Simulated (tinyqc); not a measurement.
Bond-orbital model of a tetrahedral semiconductor (Harrison's universal couplings): one step. Band edges at Gamma. Five cases, with inputs chosen for the exercise.

Question. Ev is the lower root of [[epa, Exx], [Exx, epc]] and the s-like conduction level the upper root of [[esa, Ess], [Ess, esc]], with Exx = 1.28 u and Ess = 5.28 u, u = hbar^2/(m d^2).

Case 1.

Values chosen (near tabulated values for GaN; the model gives trends, and its gaps can be far from the real ones; shifted at random, so the results belong to these values and not to a real crystal):
- esc = -11.42 eV (s level, cation)
- epc = -5.73 eV (p level, cation)
- esa = -26.23 eV (s level, anion)
- epa = -13.85 eV (p level, anion)

hbar^2/(m d^2) = 2.003935 eV

Case 2.

Values chosen (near tabulated values for InAs; the model gives trends, and its gaps can be far from the real ones; shifted at random, so the results belong to these values and not to a real crystal):
- esc = -10.24 eV (s level, cation)
- epc = -5.32 eV (p level, cation)
- esa = -18.99 eV (s level, anion)
- epa = -8.93 eV (p level, anion)

hbar^2/(m d^2) = 1.093314 eV

Case 3.

Values chosen (near tabulated values for CdTe; the model gives trends, and its gaps can be far from the real ones; shifted at random, so the results belong to these values and not to a real crystal):
- esc = -7.21 eV (s level, cation)
- epc = -3.94 eV (p level, cation)
- esa = -19.06 eV (s level, anion)
- epa = -9.57 eV (p level, anion)

hbar^2/(m d^2) = 0.971934 eV

Case 4.

Values chosen (near tabulated values for AlAs; the model gives trends, and its gaps can be far from the real ones; shifted at random, so the results belong to these values and not to a real crystal):
- esc = -10.69 eV (s level, cation)
- epc = -5.76 eV (p level, cation)
- esa = -19.15 eV (s level, anion)
- epa = -8.97 eV (p level, anion)

hbar^2/(m d^2) = 1.269465 eV

Case 5.

Values chosen (near tabulated values for Ge; the model gives trends, and its gaps can be far from the real ones; shifted at random, so the results belong to these values and not to a real crystal):
- esc = -15.21 eV (s level, cation)
- epc = -7.32 eV (p level, cation)
- esa = -15.21 eV (s level, anion)
- epa = -7.32 eV (p level, anion)

hbar^2/(m d^2) = 1.279892 eV

Give: Exx, Ess; Ev; s-like conduction level; E0 gap.

Answer.

Case 1.

Exx, Ess (eV): 2.5650  10.5808

Ev = -14.592 eV
s-like conduction level = -5.910 eV
E0 gap = 8.682 eV

Case 2.

Exx, Ess (eV): 1.3994  5.7727

Ev = -9.409 eV
s-like conduction level = -7.372 eV
E0 gap = 2.037 eV

Case 3.

Exx, Ess (eV): 1.2441  5.1318

Ev = -9.833 eV
s-like conduction level = -5.297 eV
E0 gap = 4.536 eV

Case 4.

Exx, Ess (eV): 1.6249  6.7028

Ev = -9.649 eV
s-like conduction level = -6.994 eV
E0 gap = 2.655 eV

Case 5.

Exx, Ess (eV): 1.6383  6.7578

Ev = -8.958 eV
s-like conduction level = -8.452 eV
E0 gap = 0.506 eV

Universal couplings give the trend of E0 from compound to compound, not its value; it can miss by several eV and by a factor of two or more, and spin-orbit coupling is left out.

Computed by tinyqc, one run a case: `OMP_NUM_THREADS=1 python tinyqc.py N N+1 out.jsonl` with N = 1480835, 1481018, 1481706, 1481852, 1481914; one thread of a shared Intel(R) Xeon(R) Processor @ 2.30GHz, about 0.01 s a run at most.
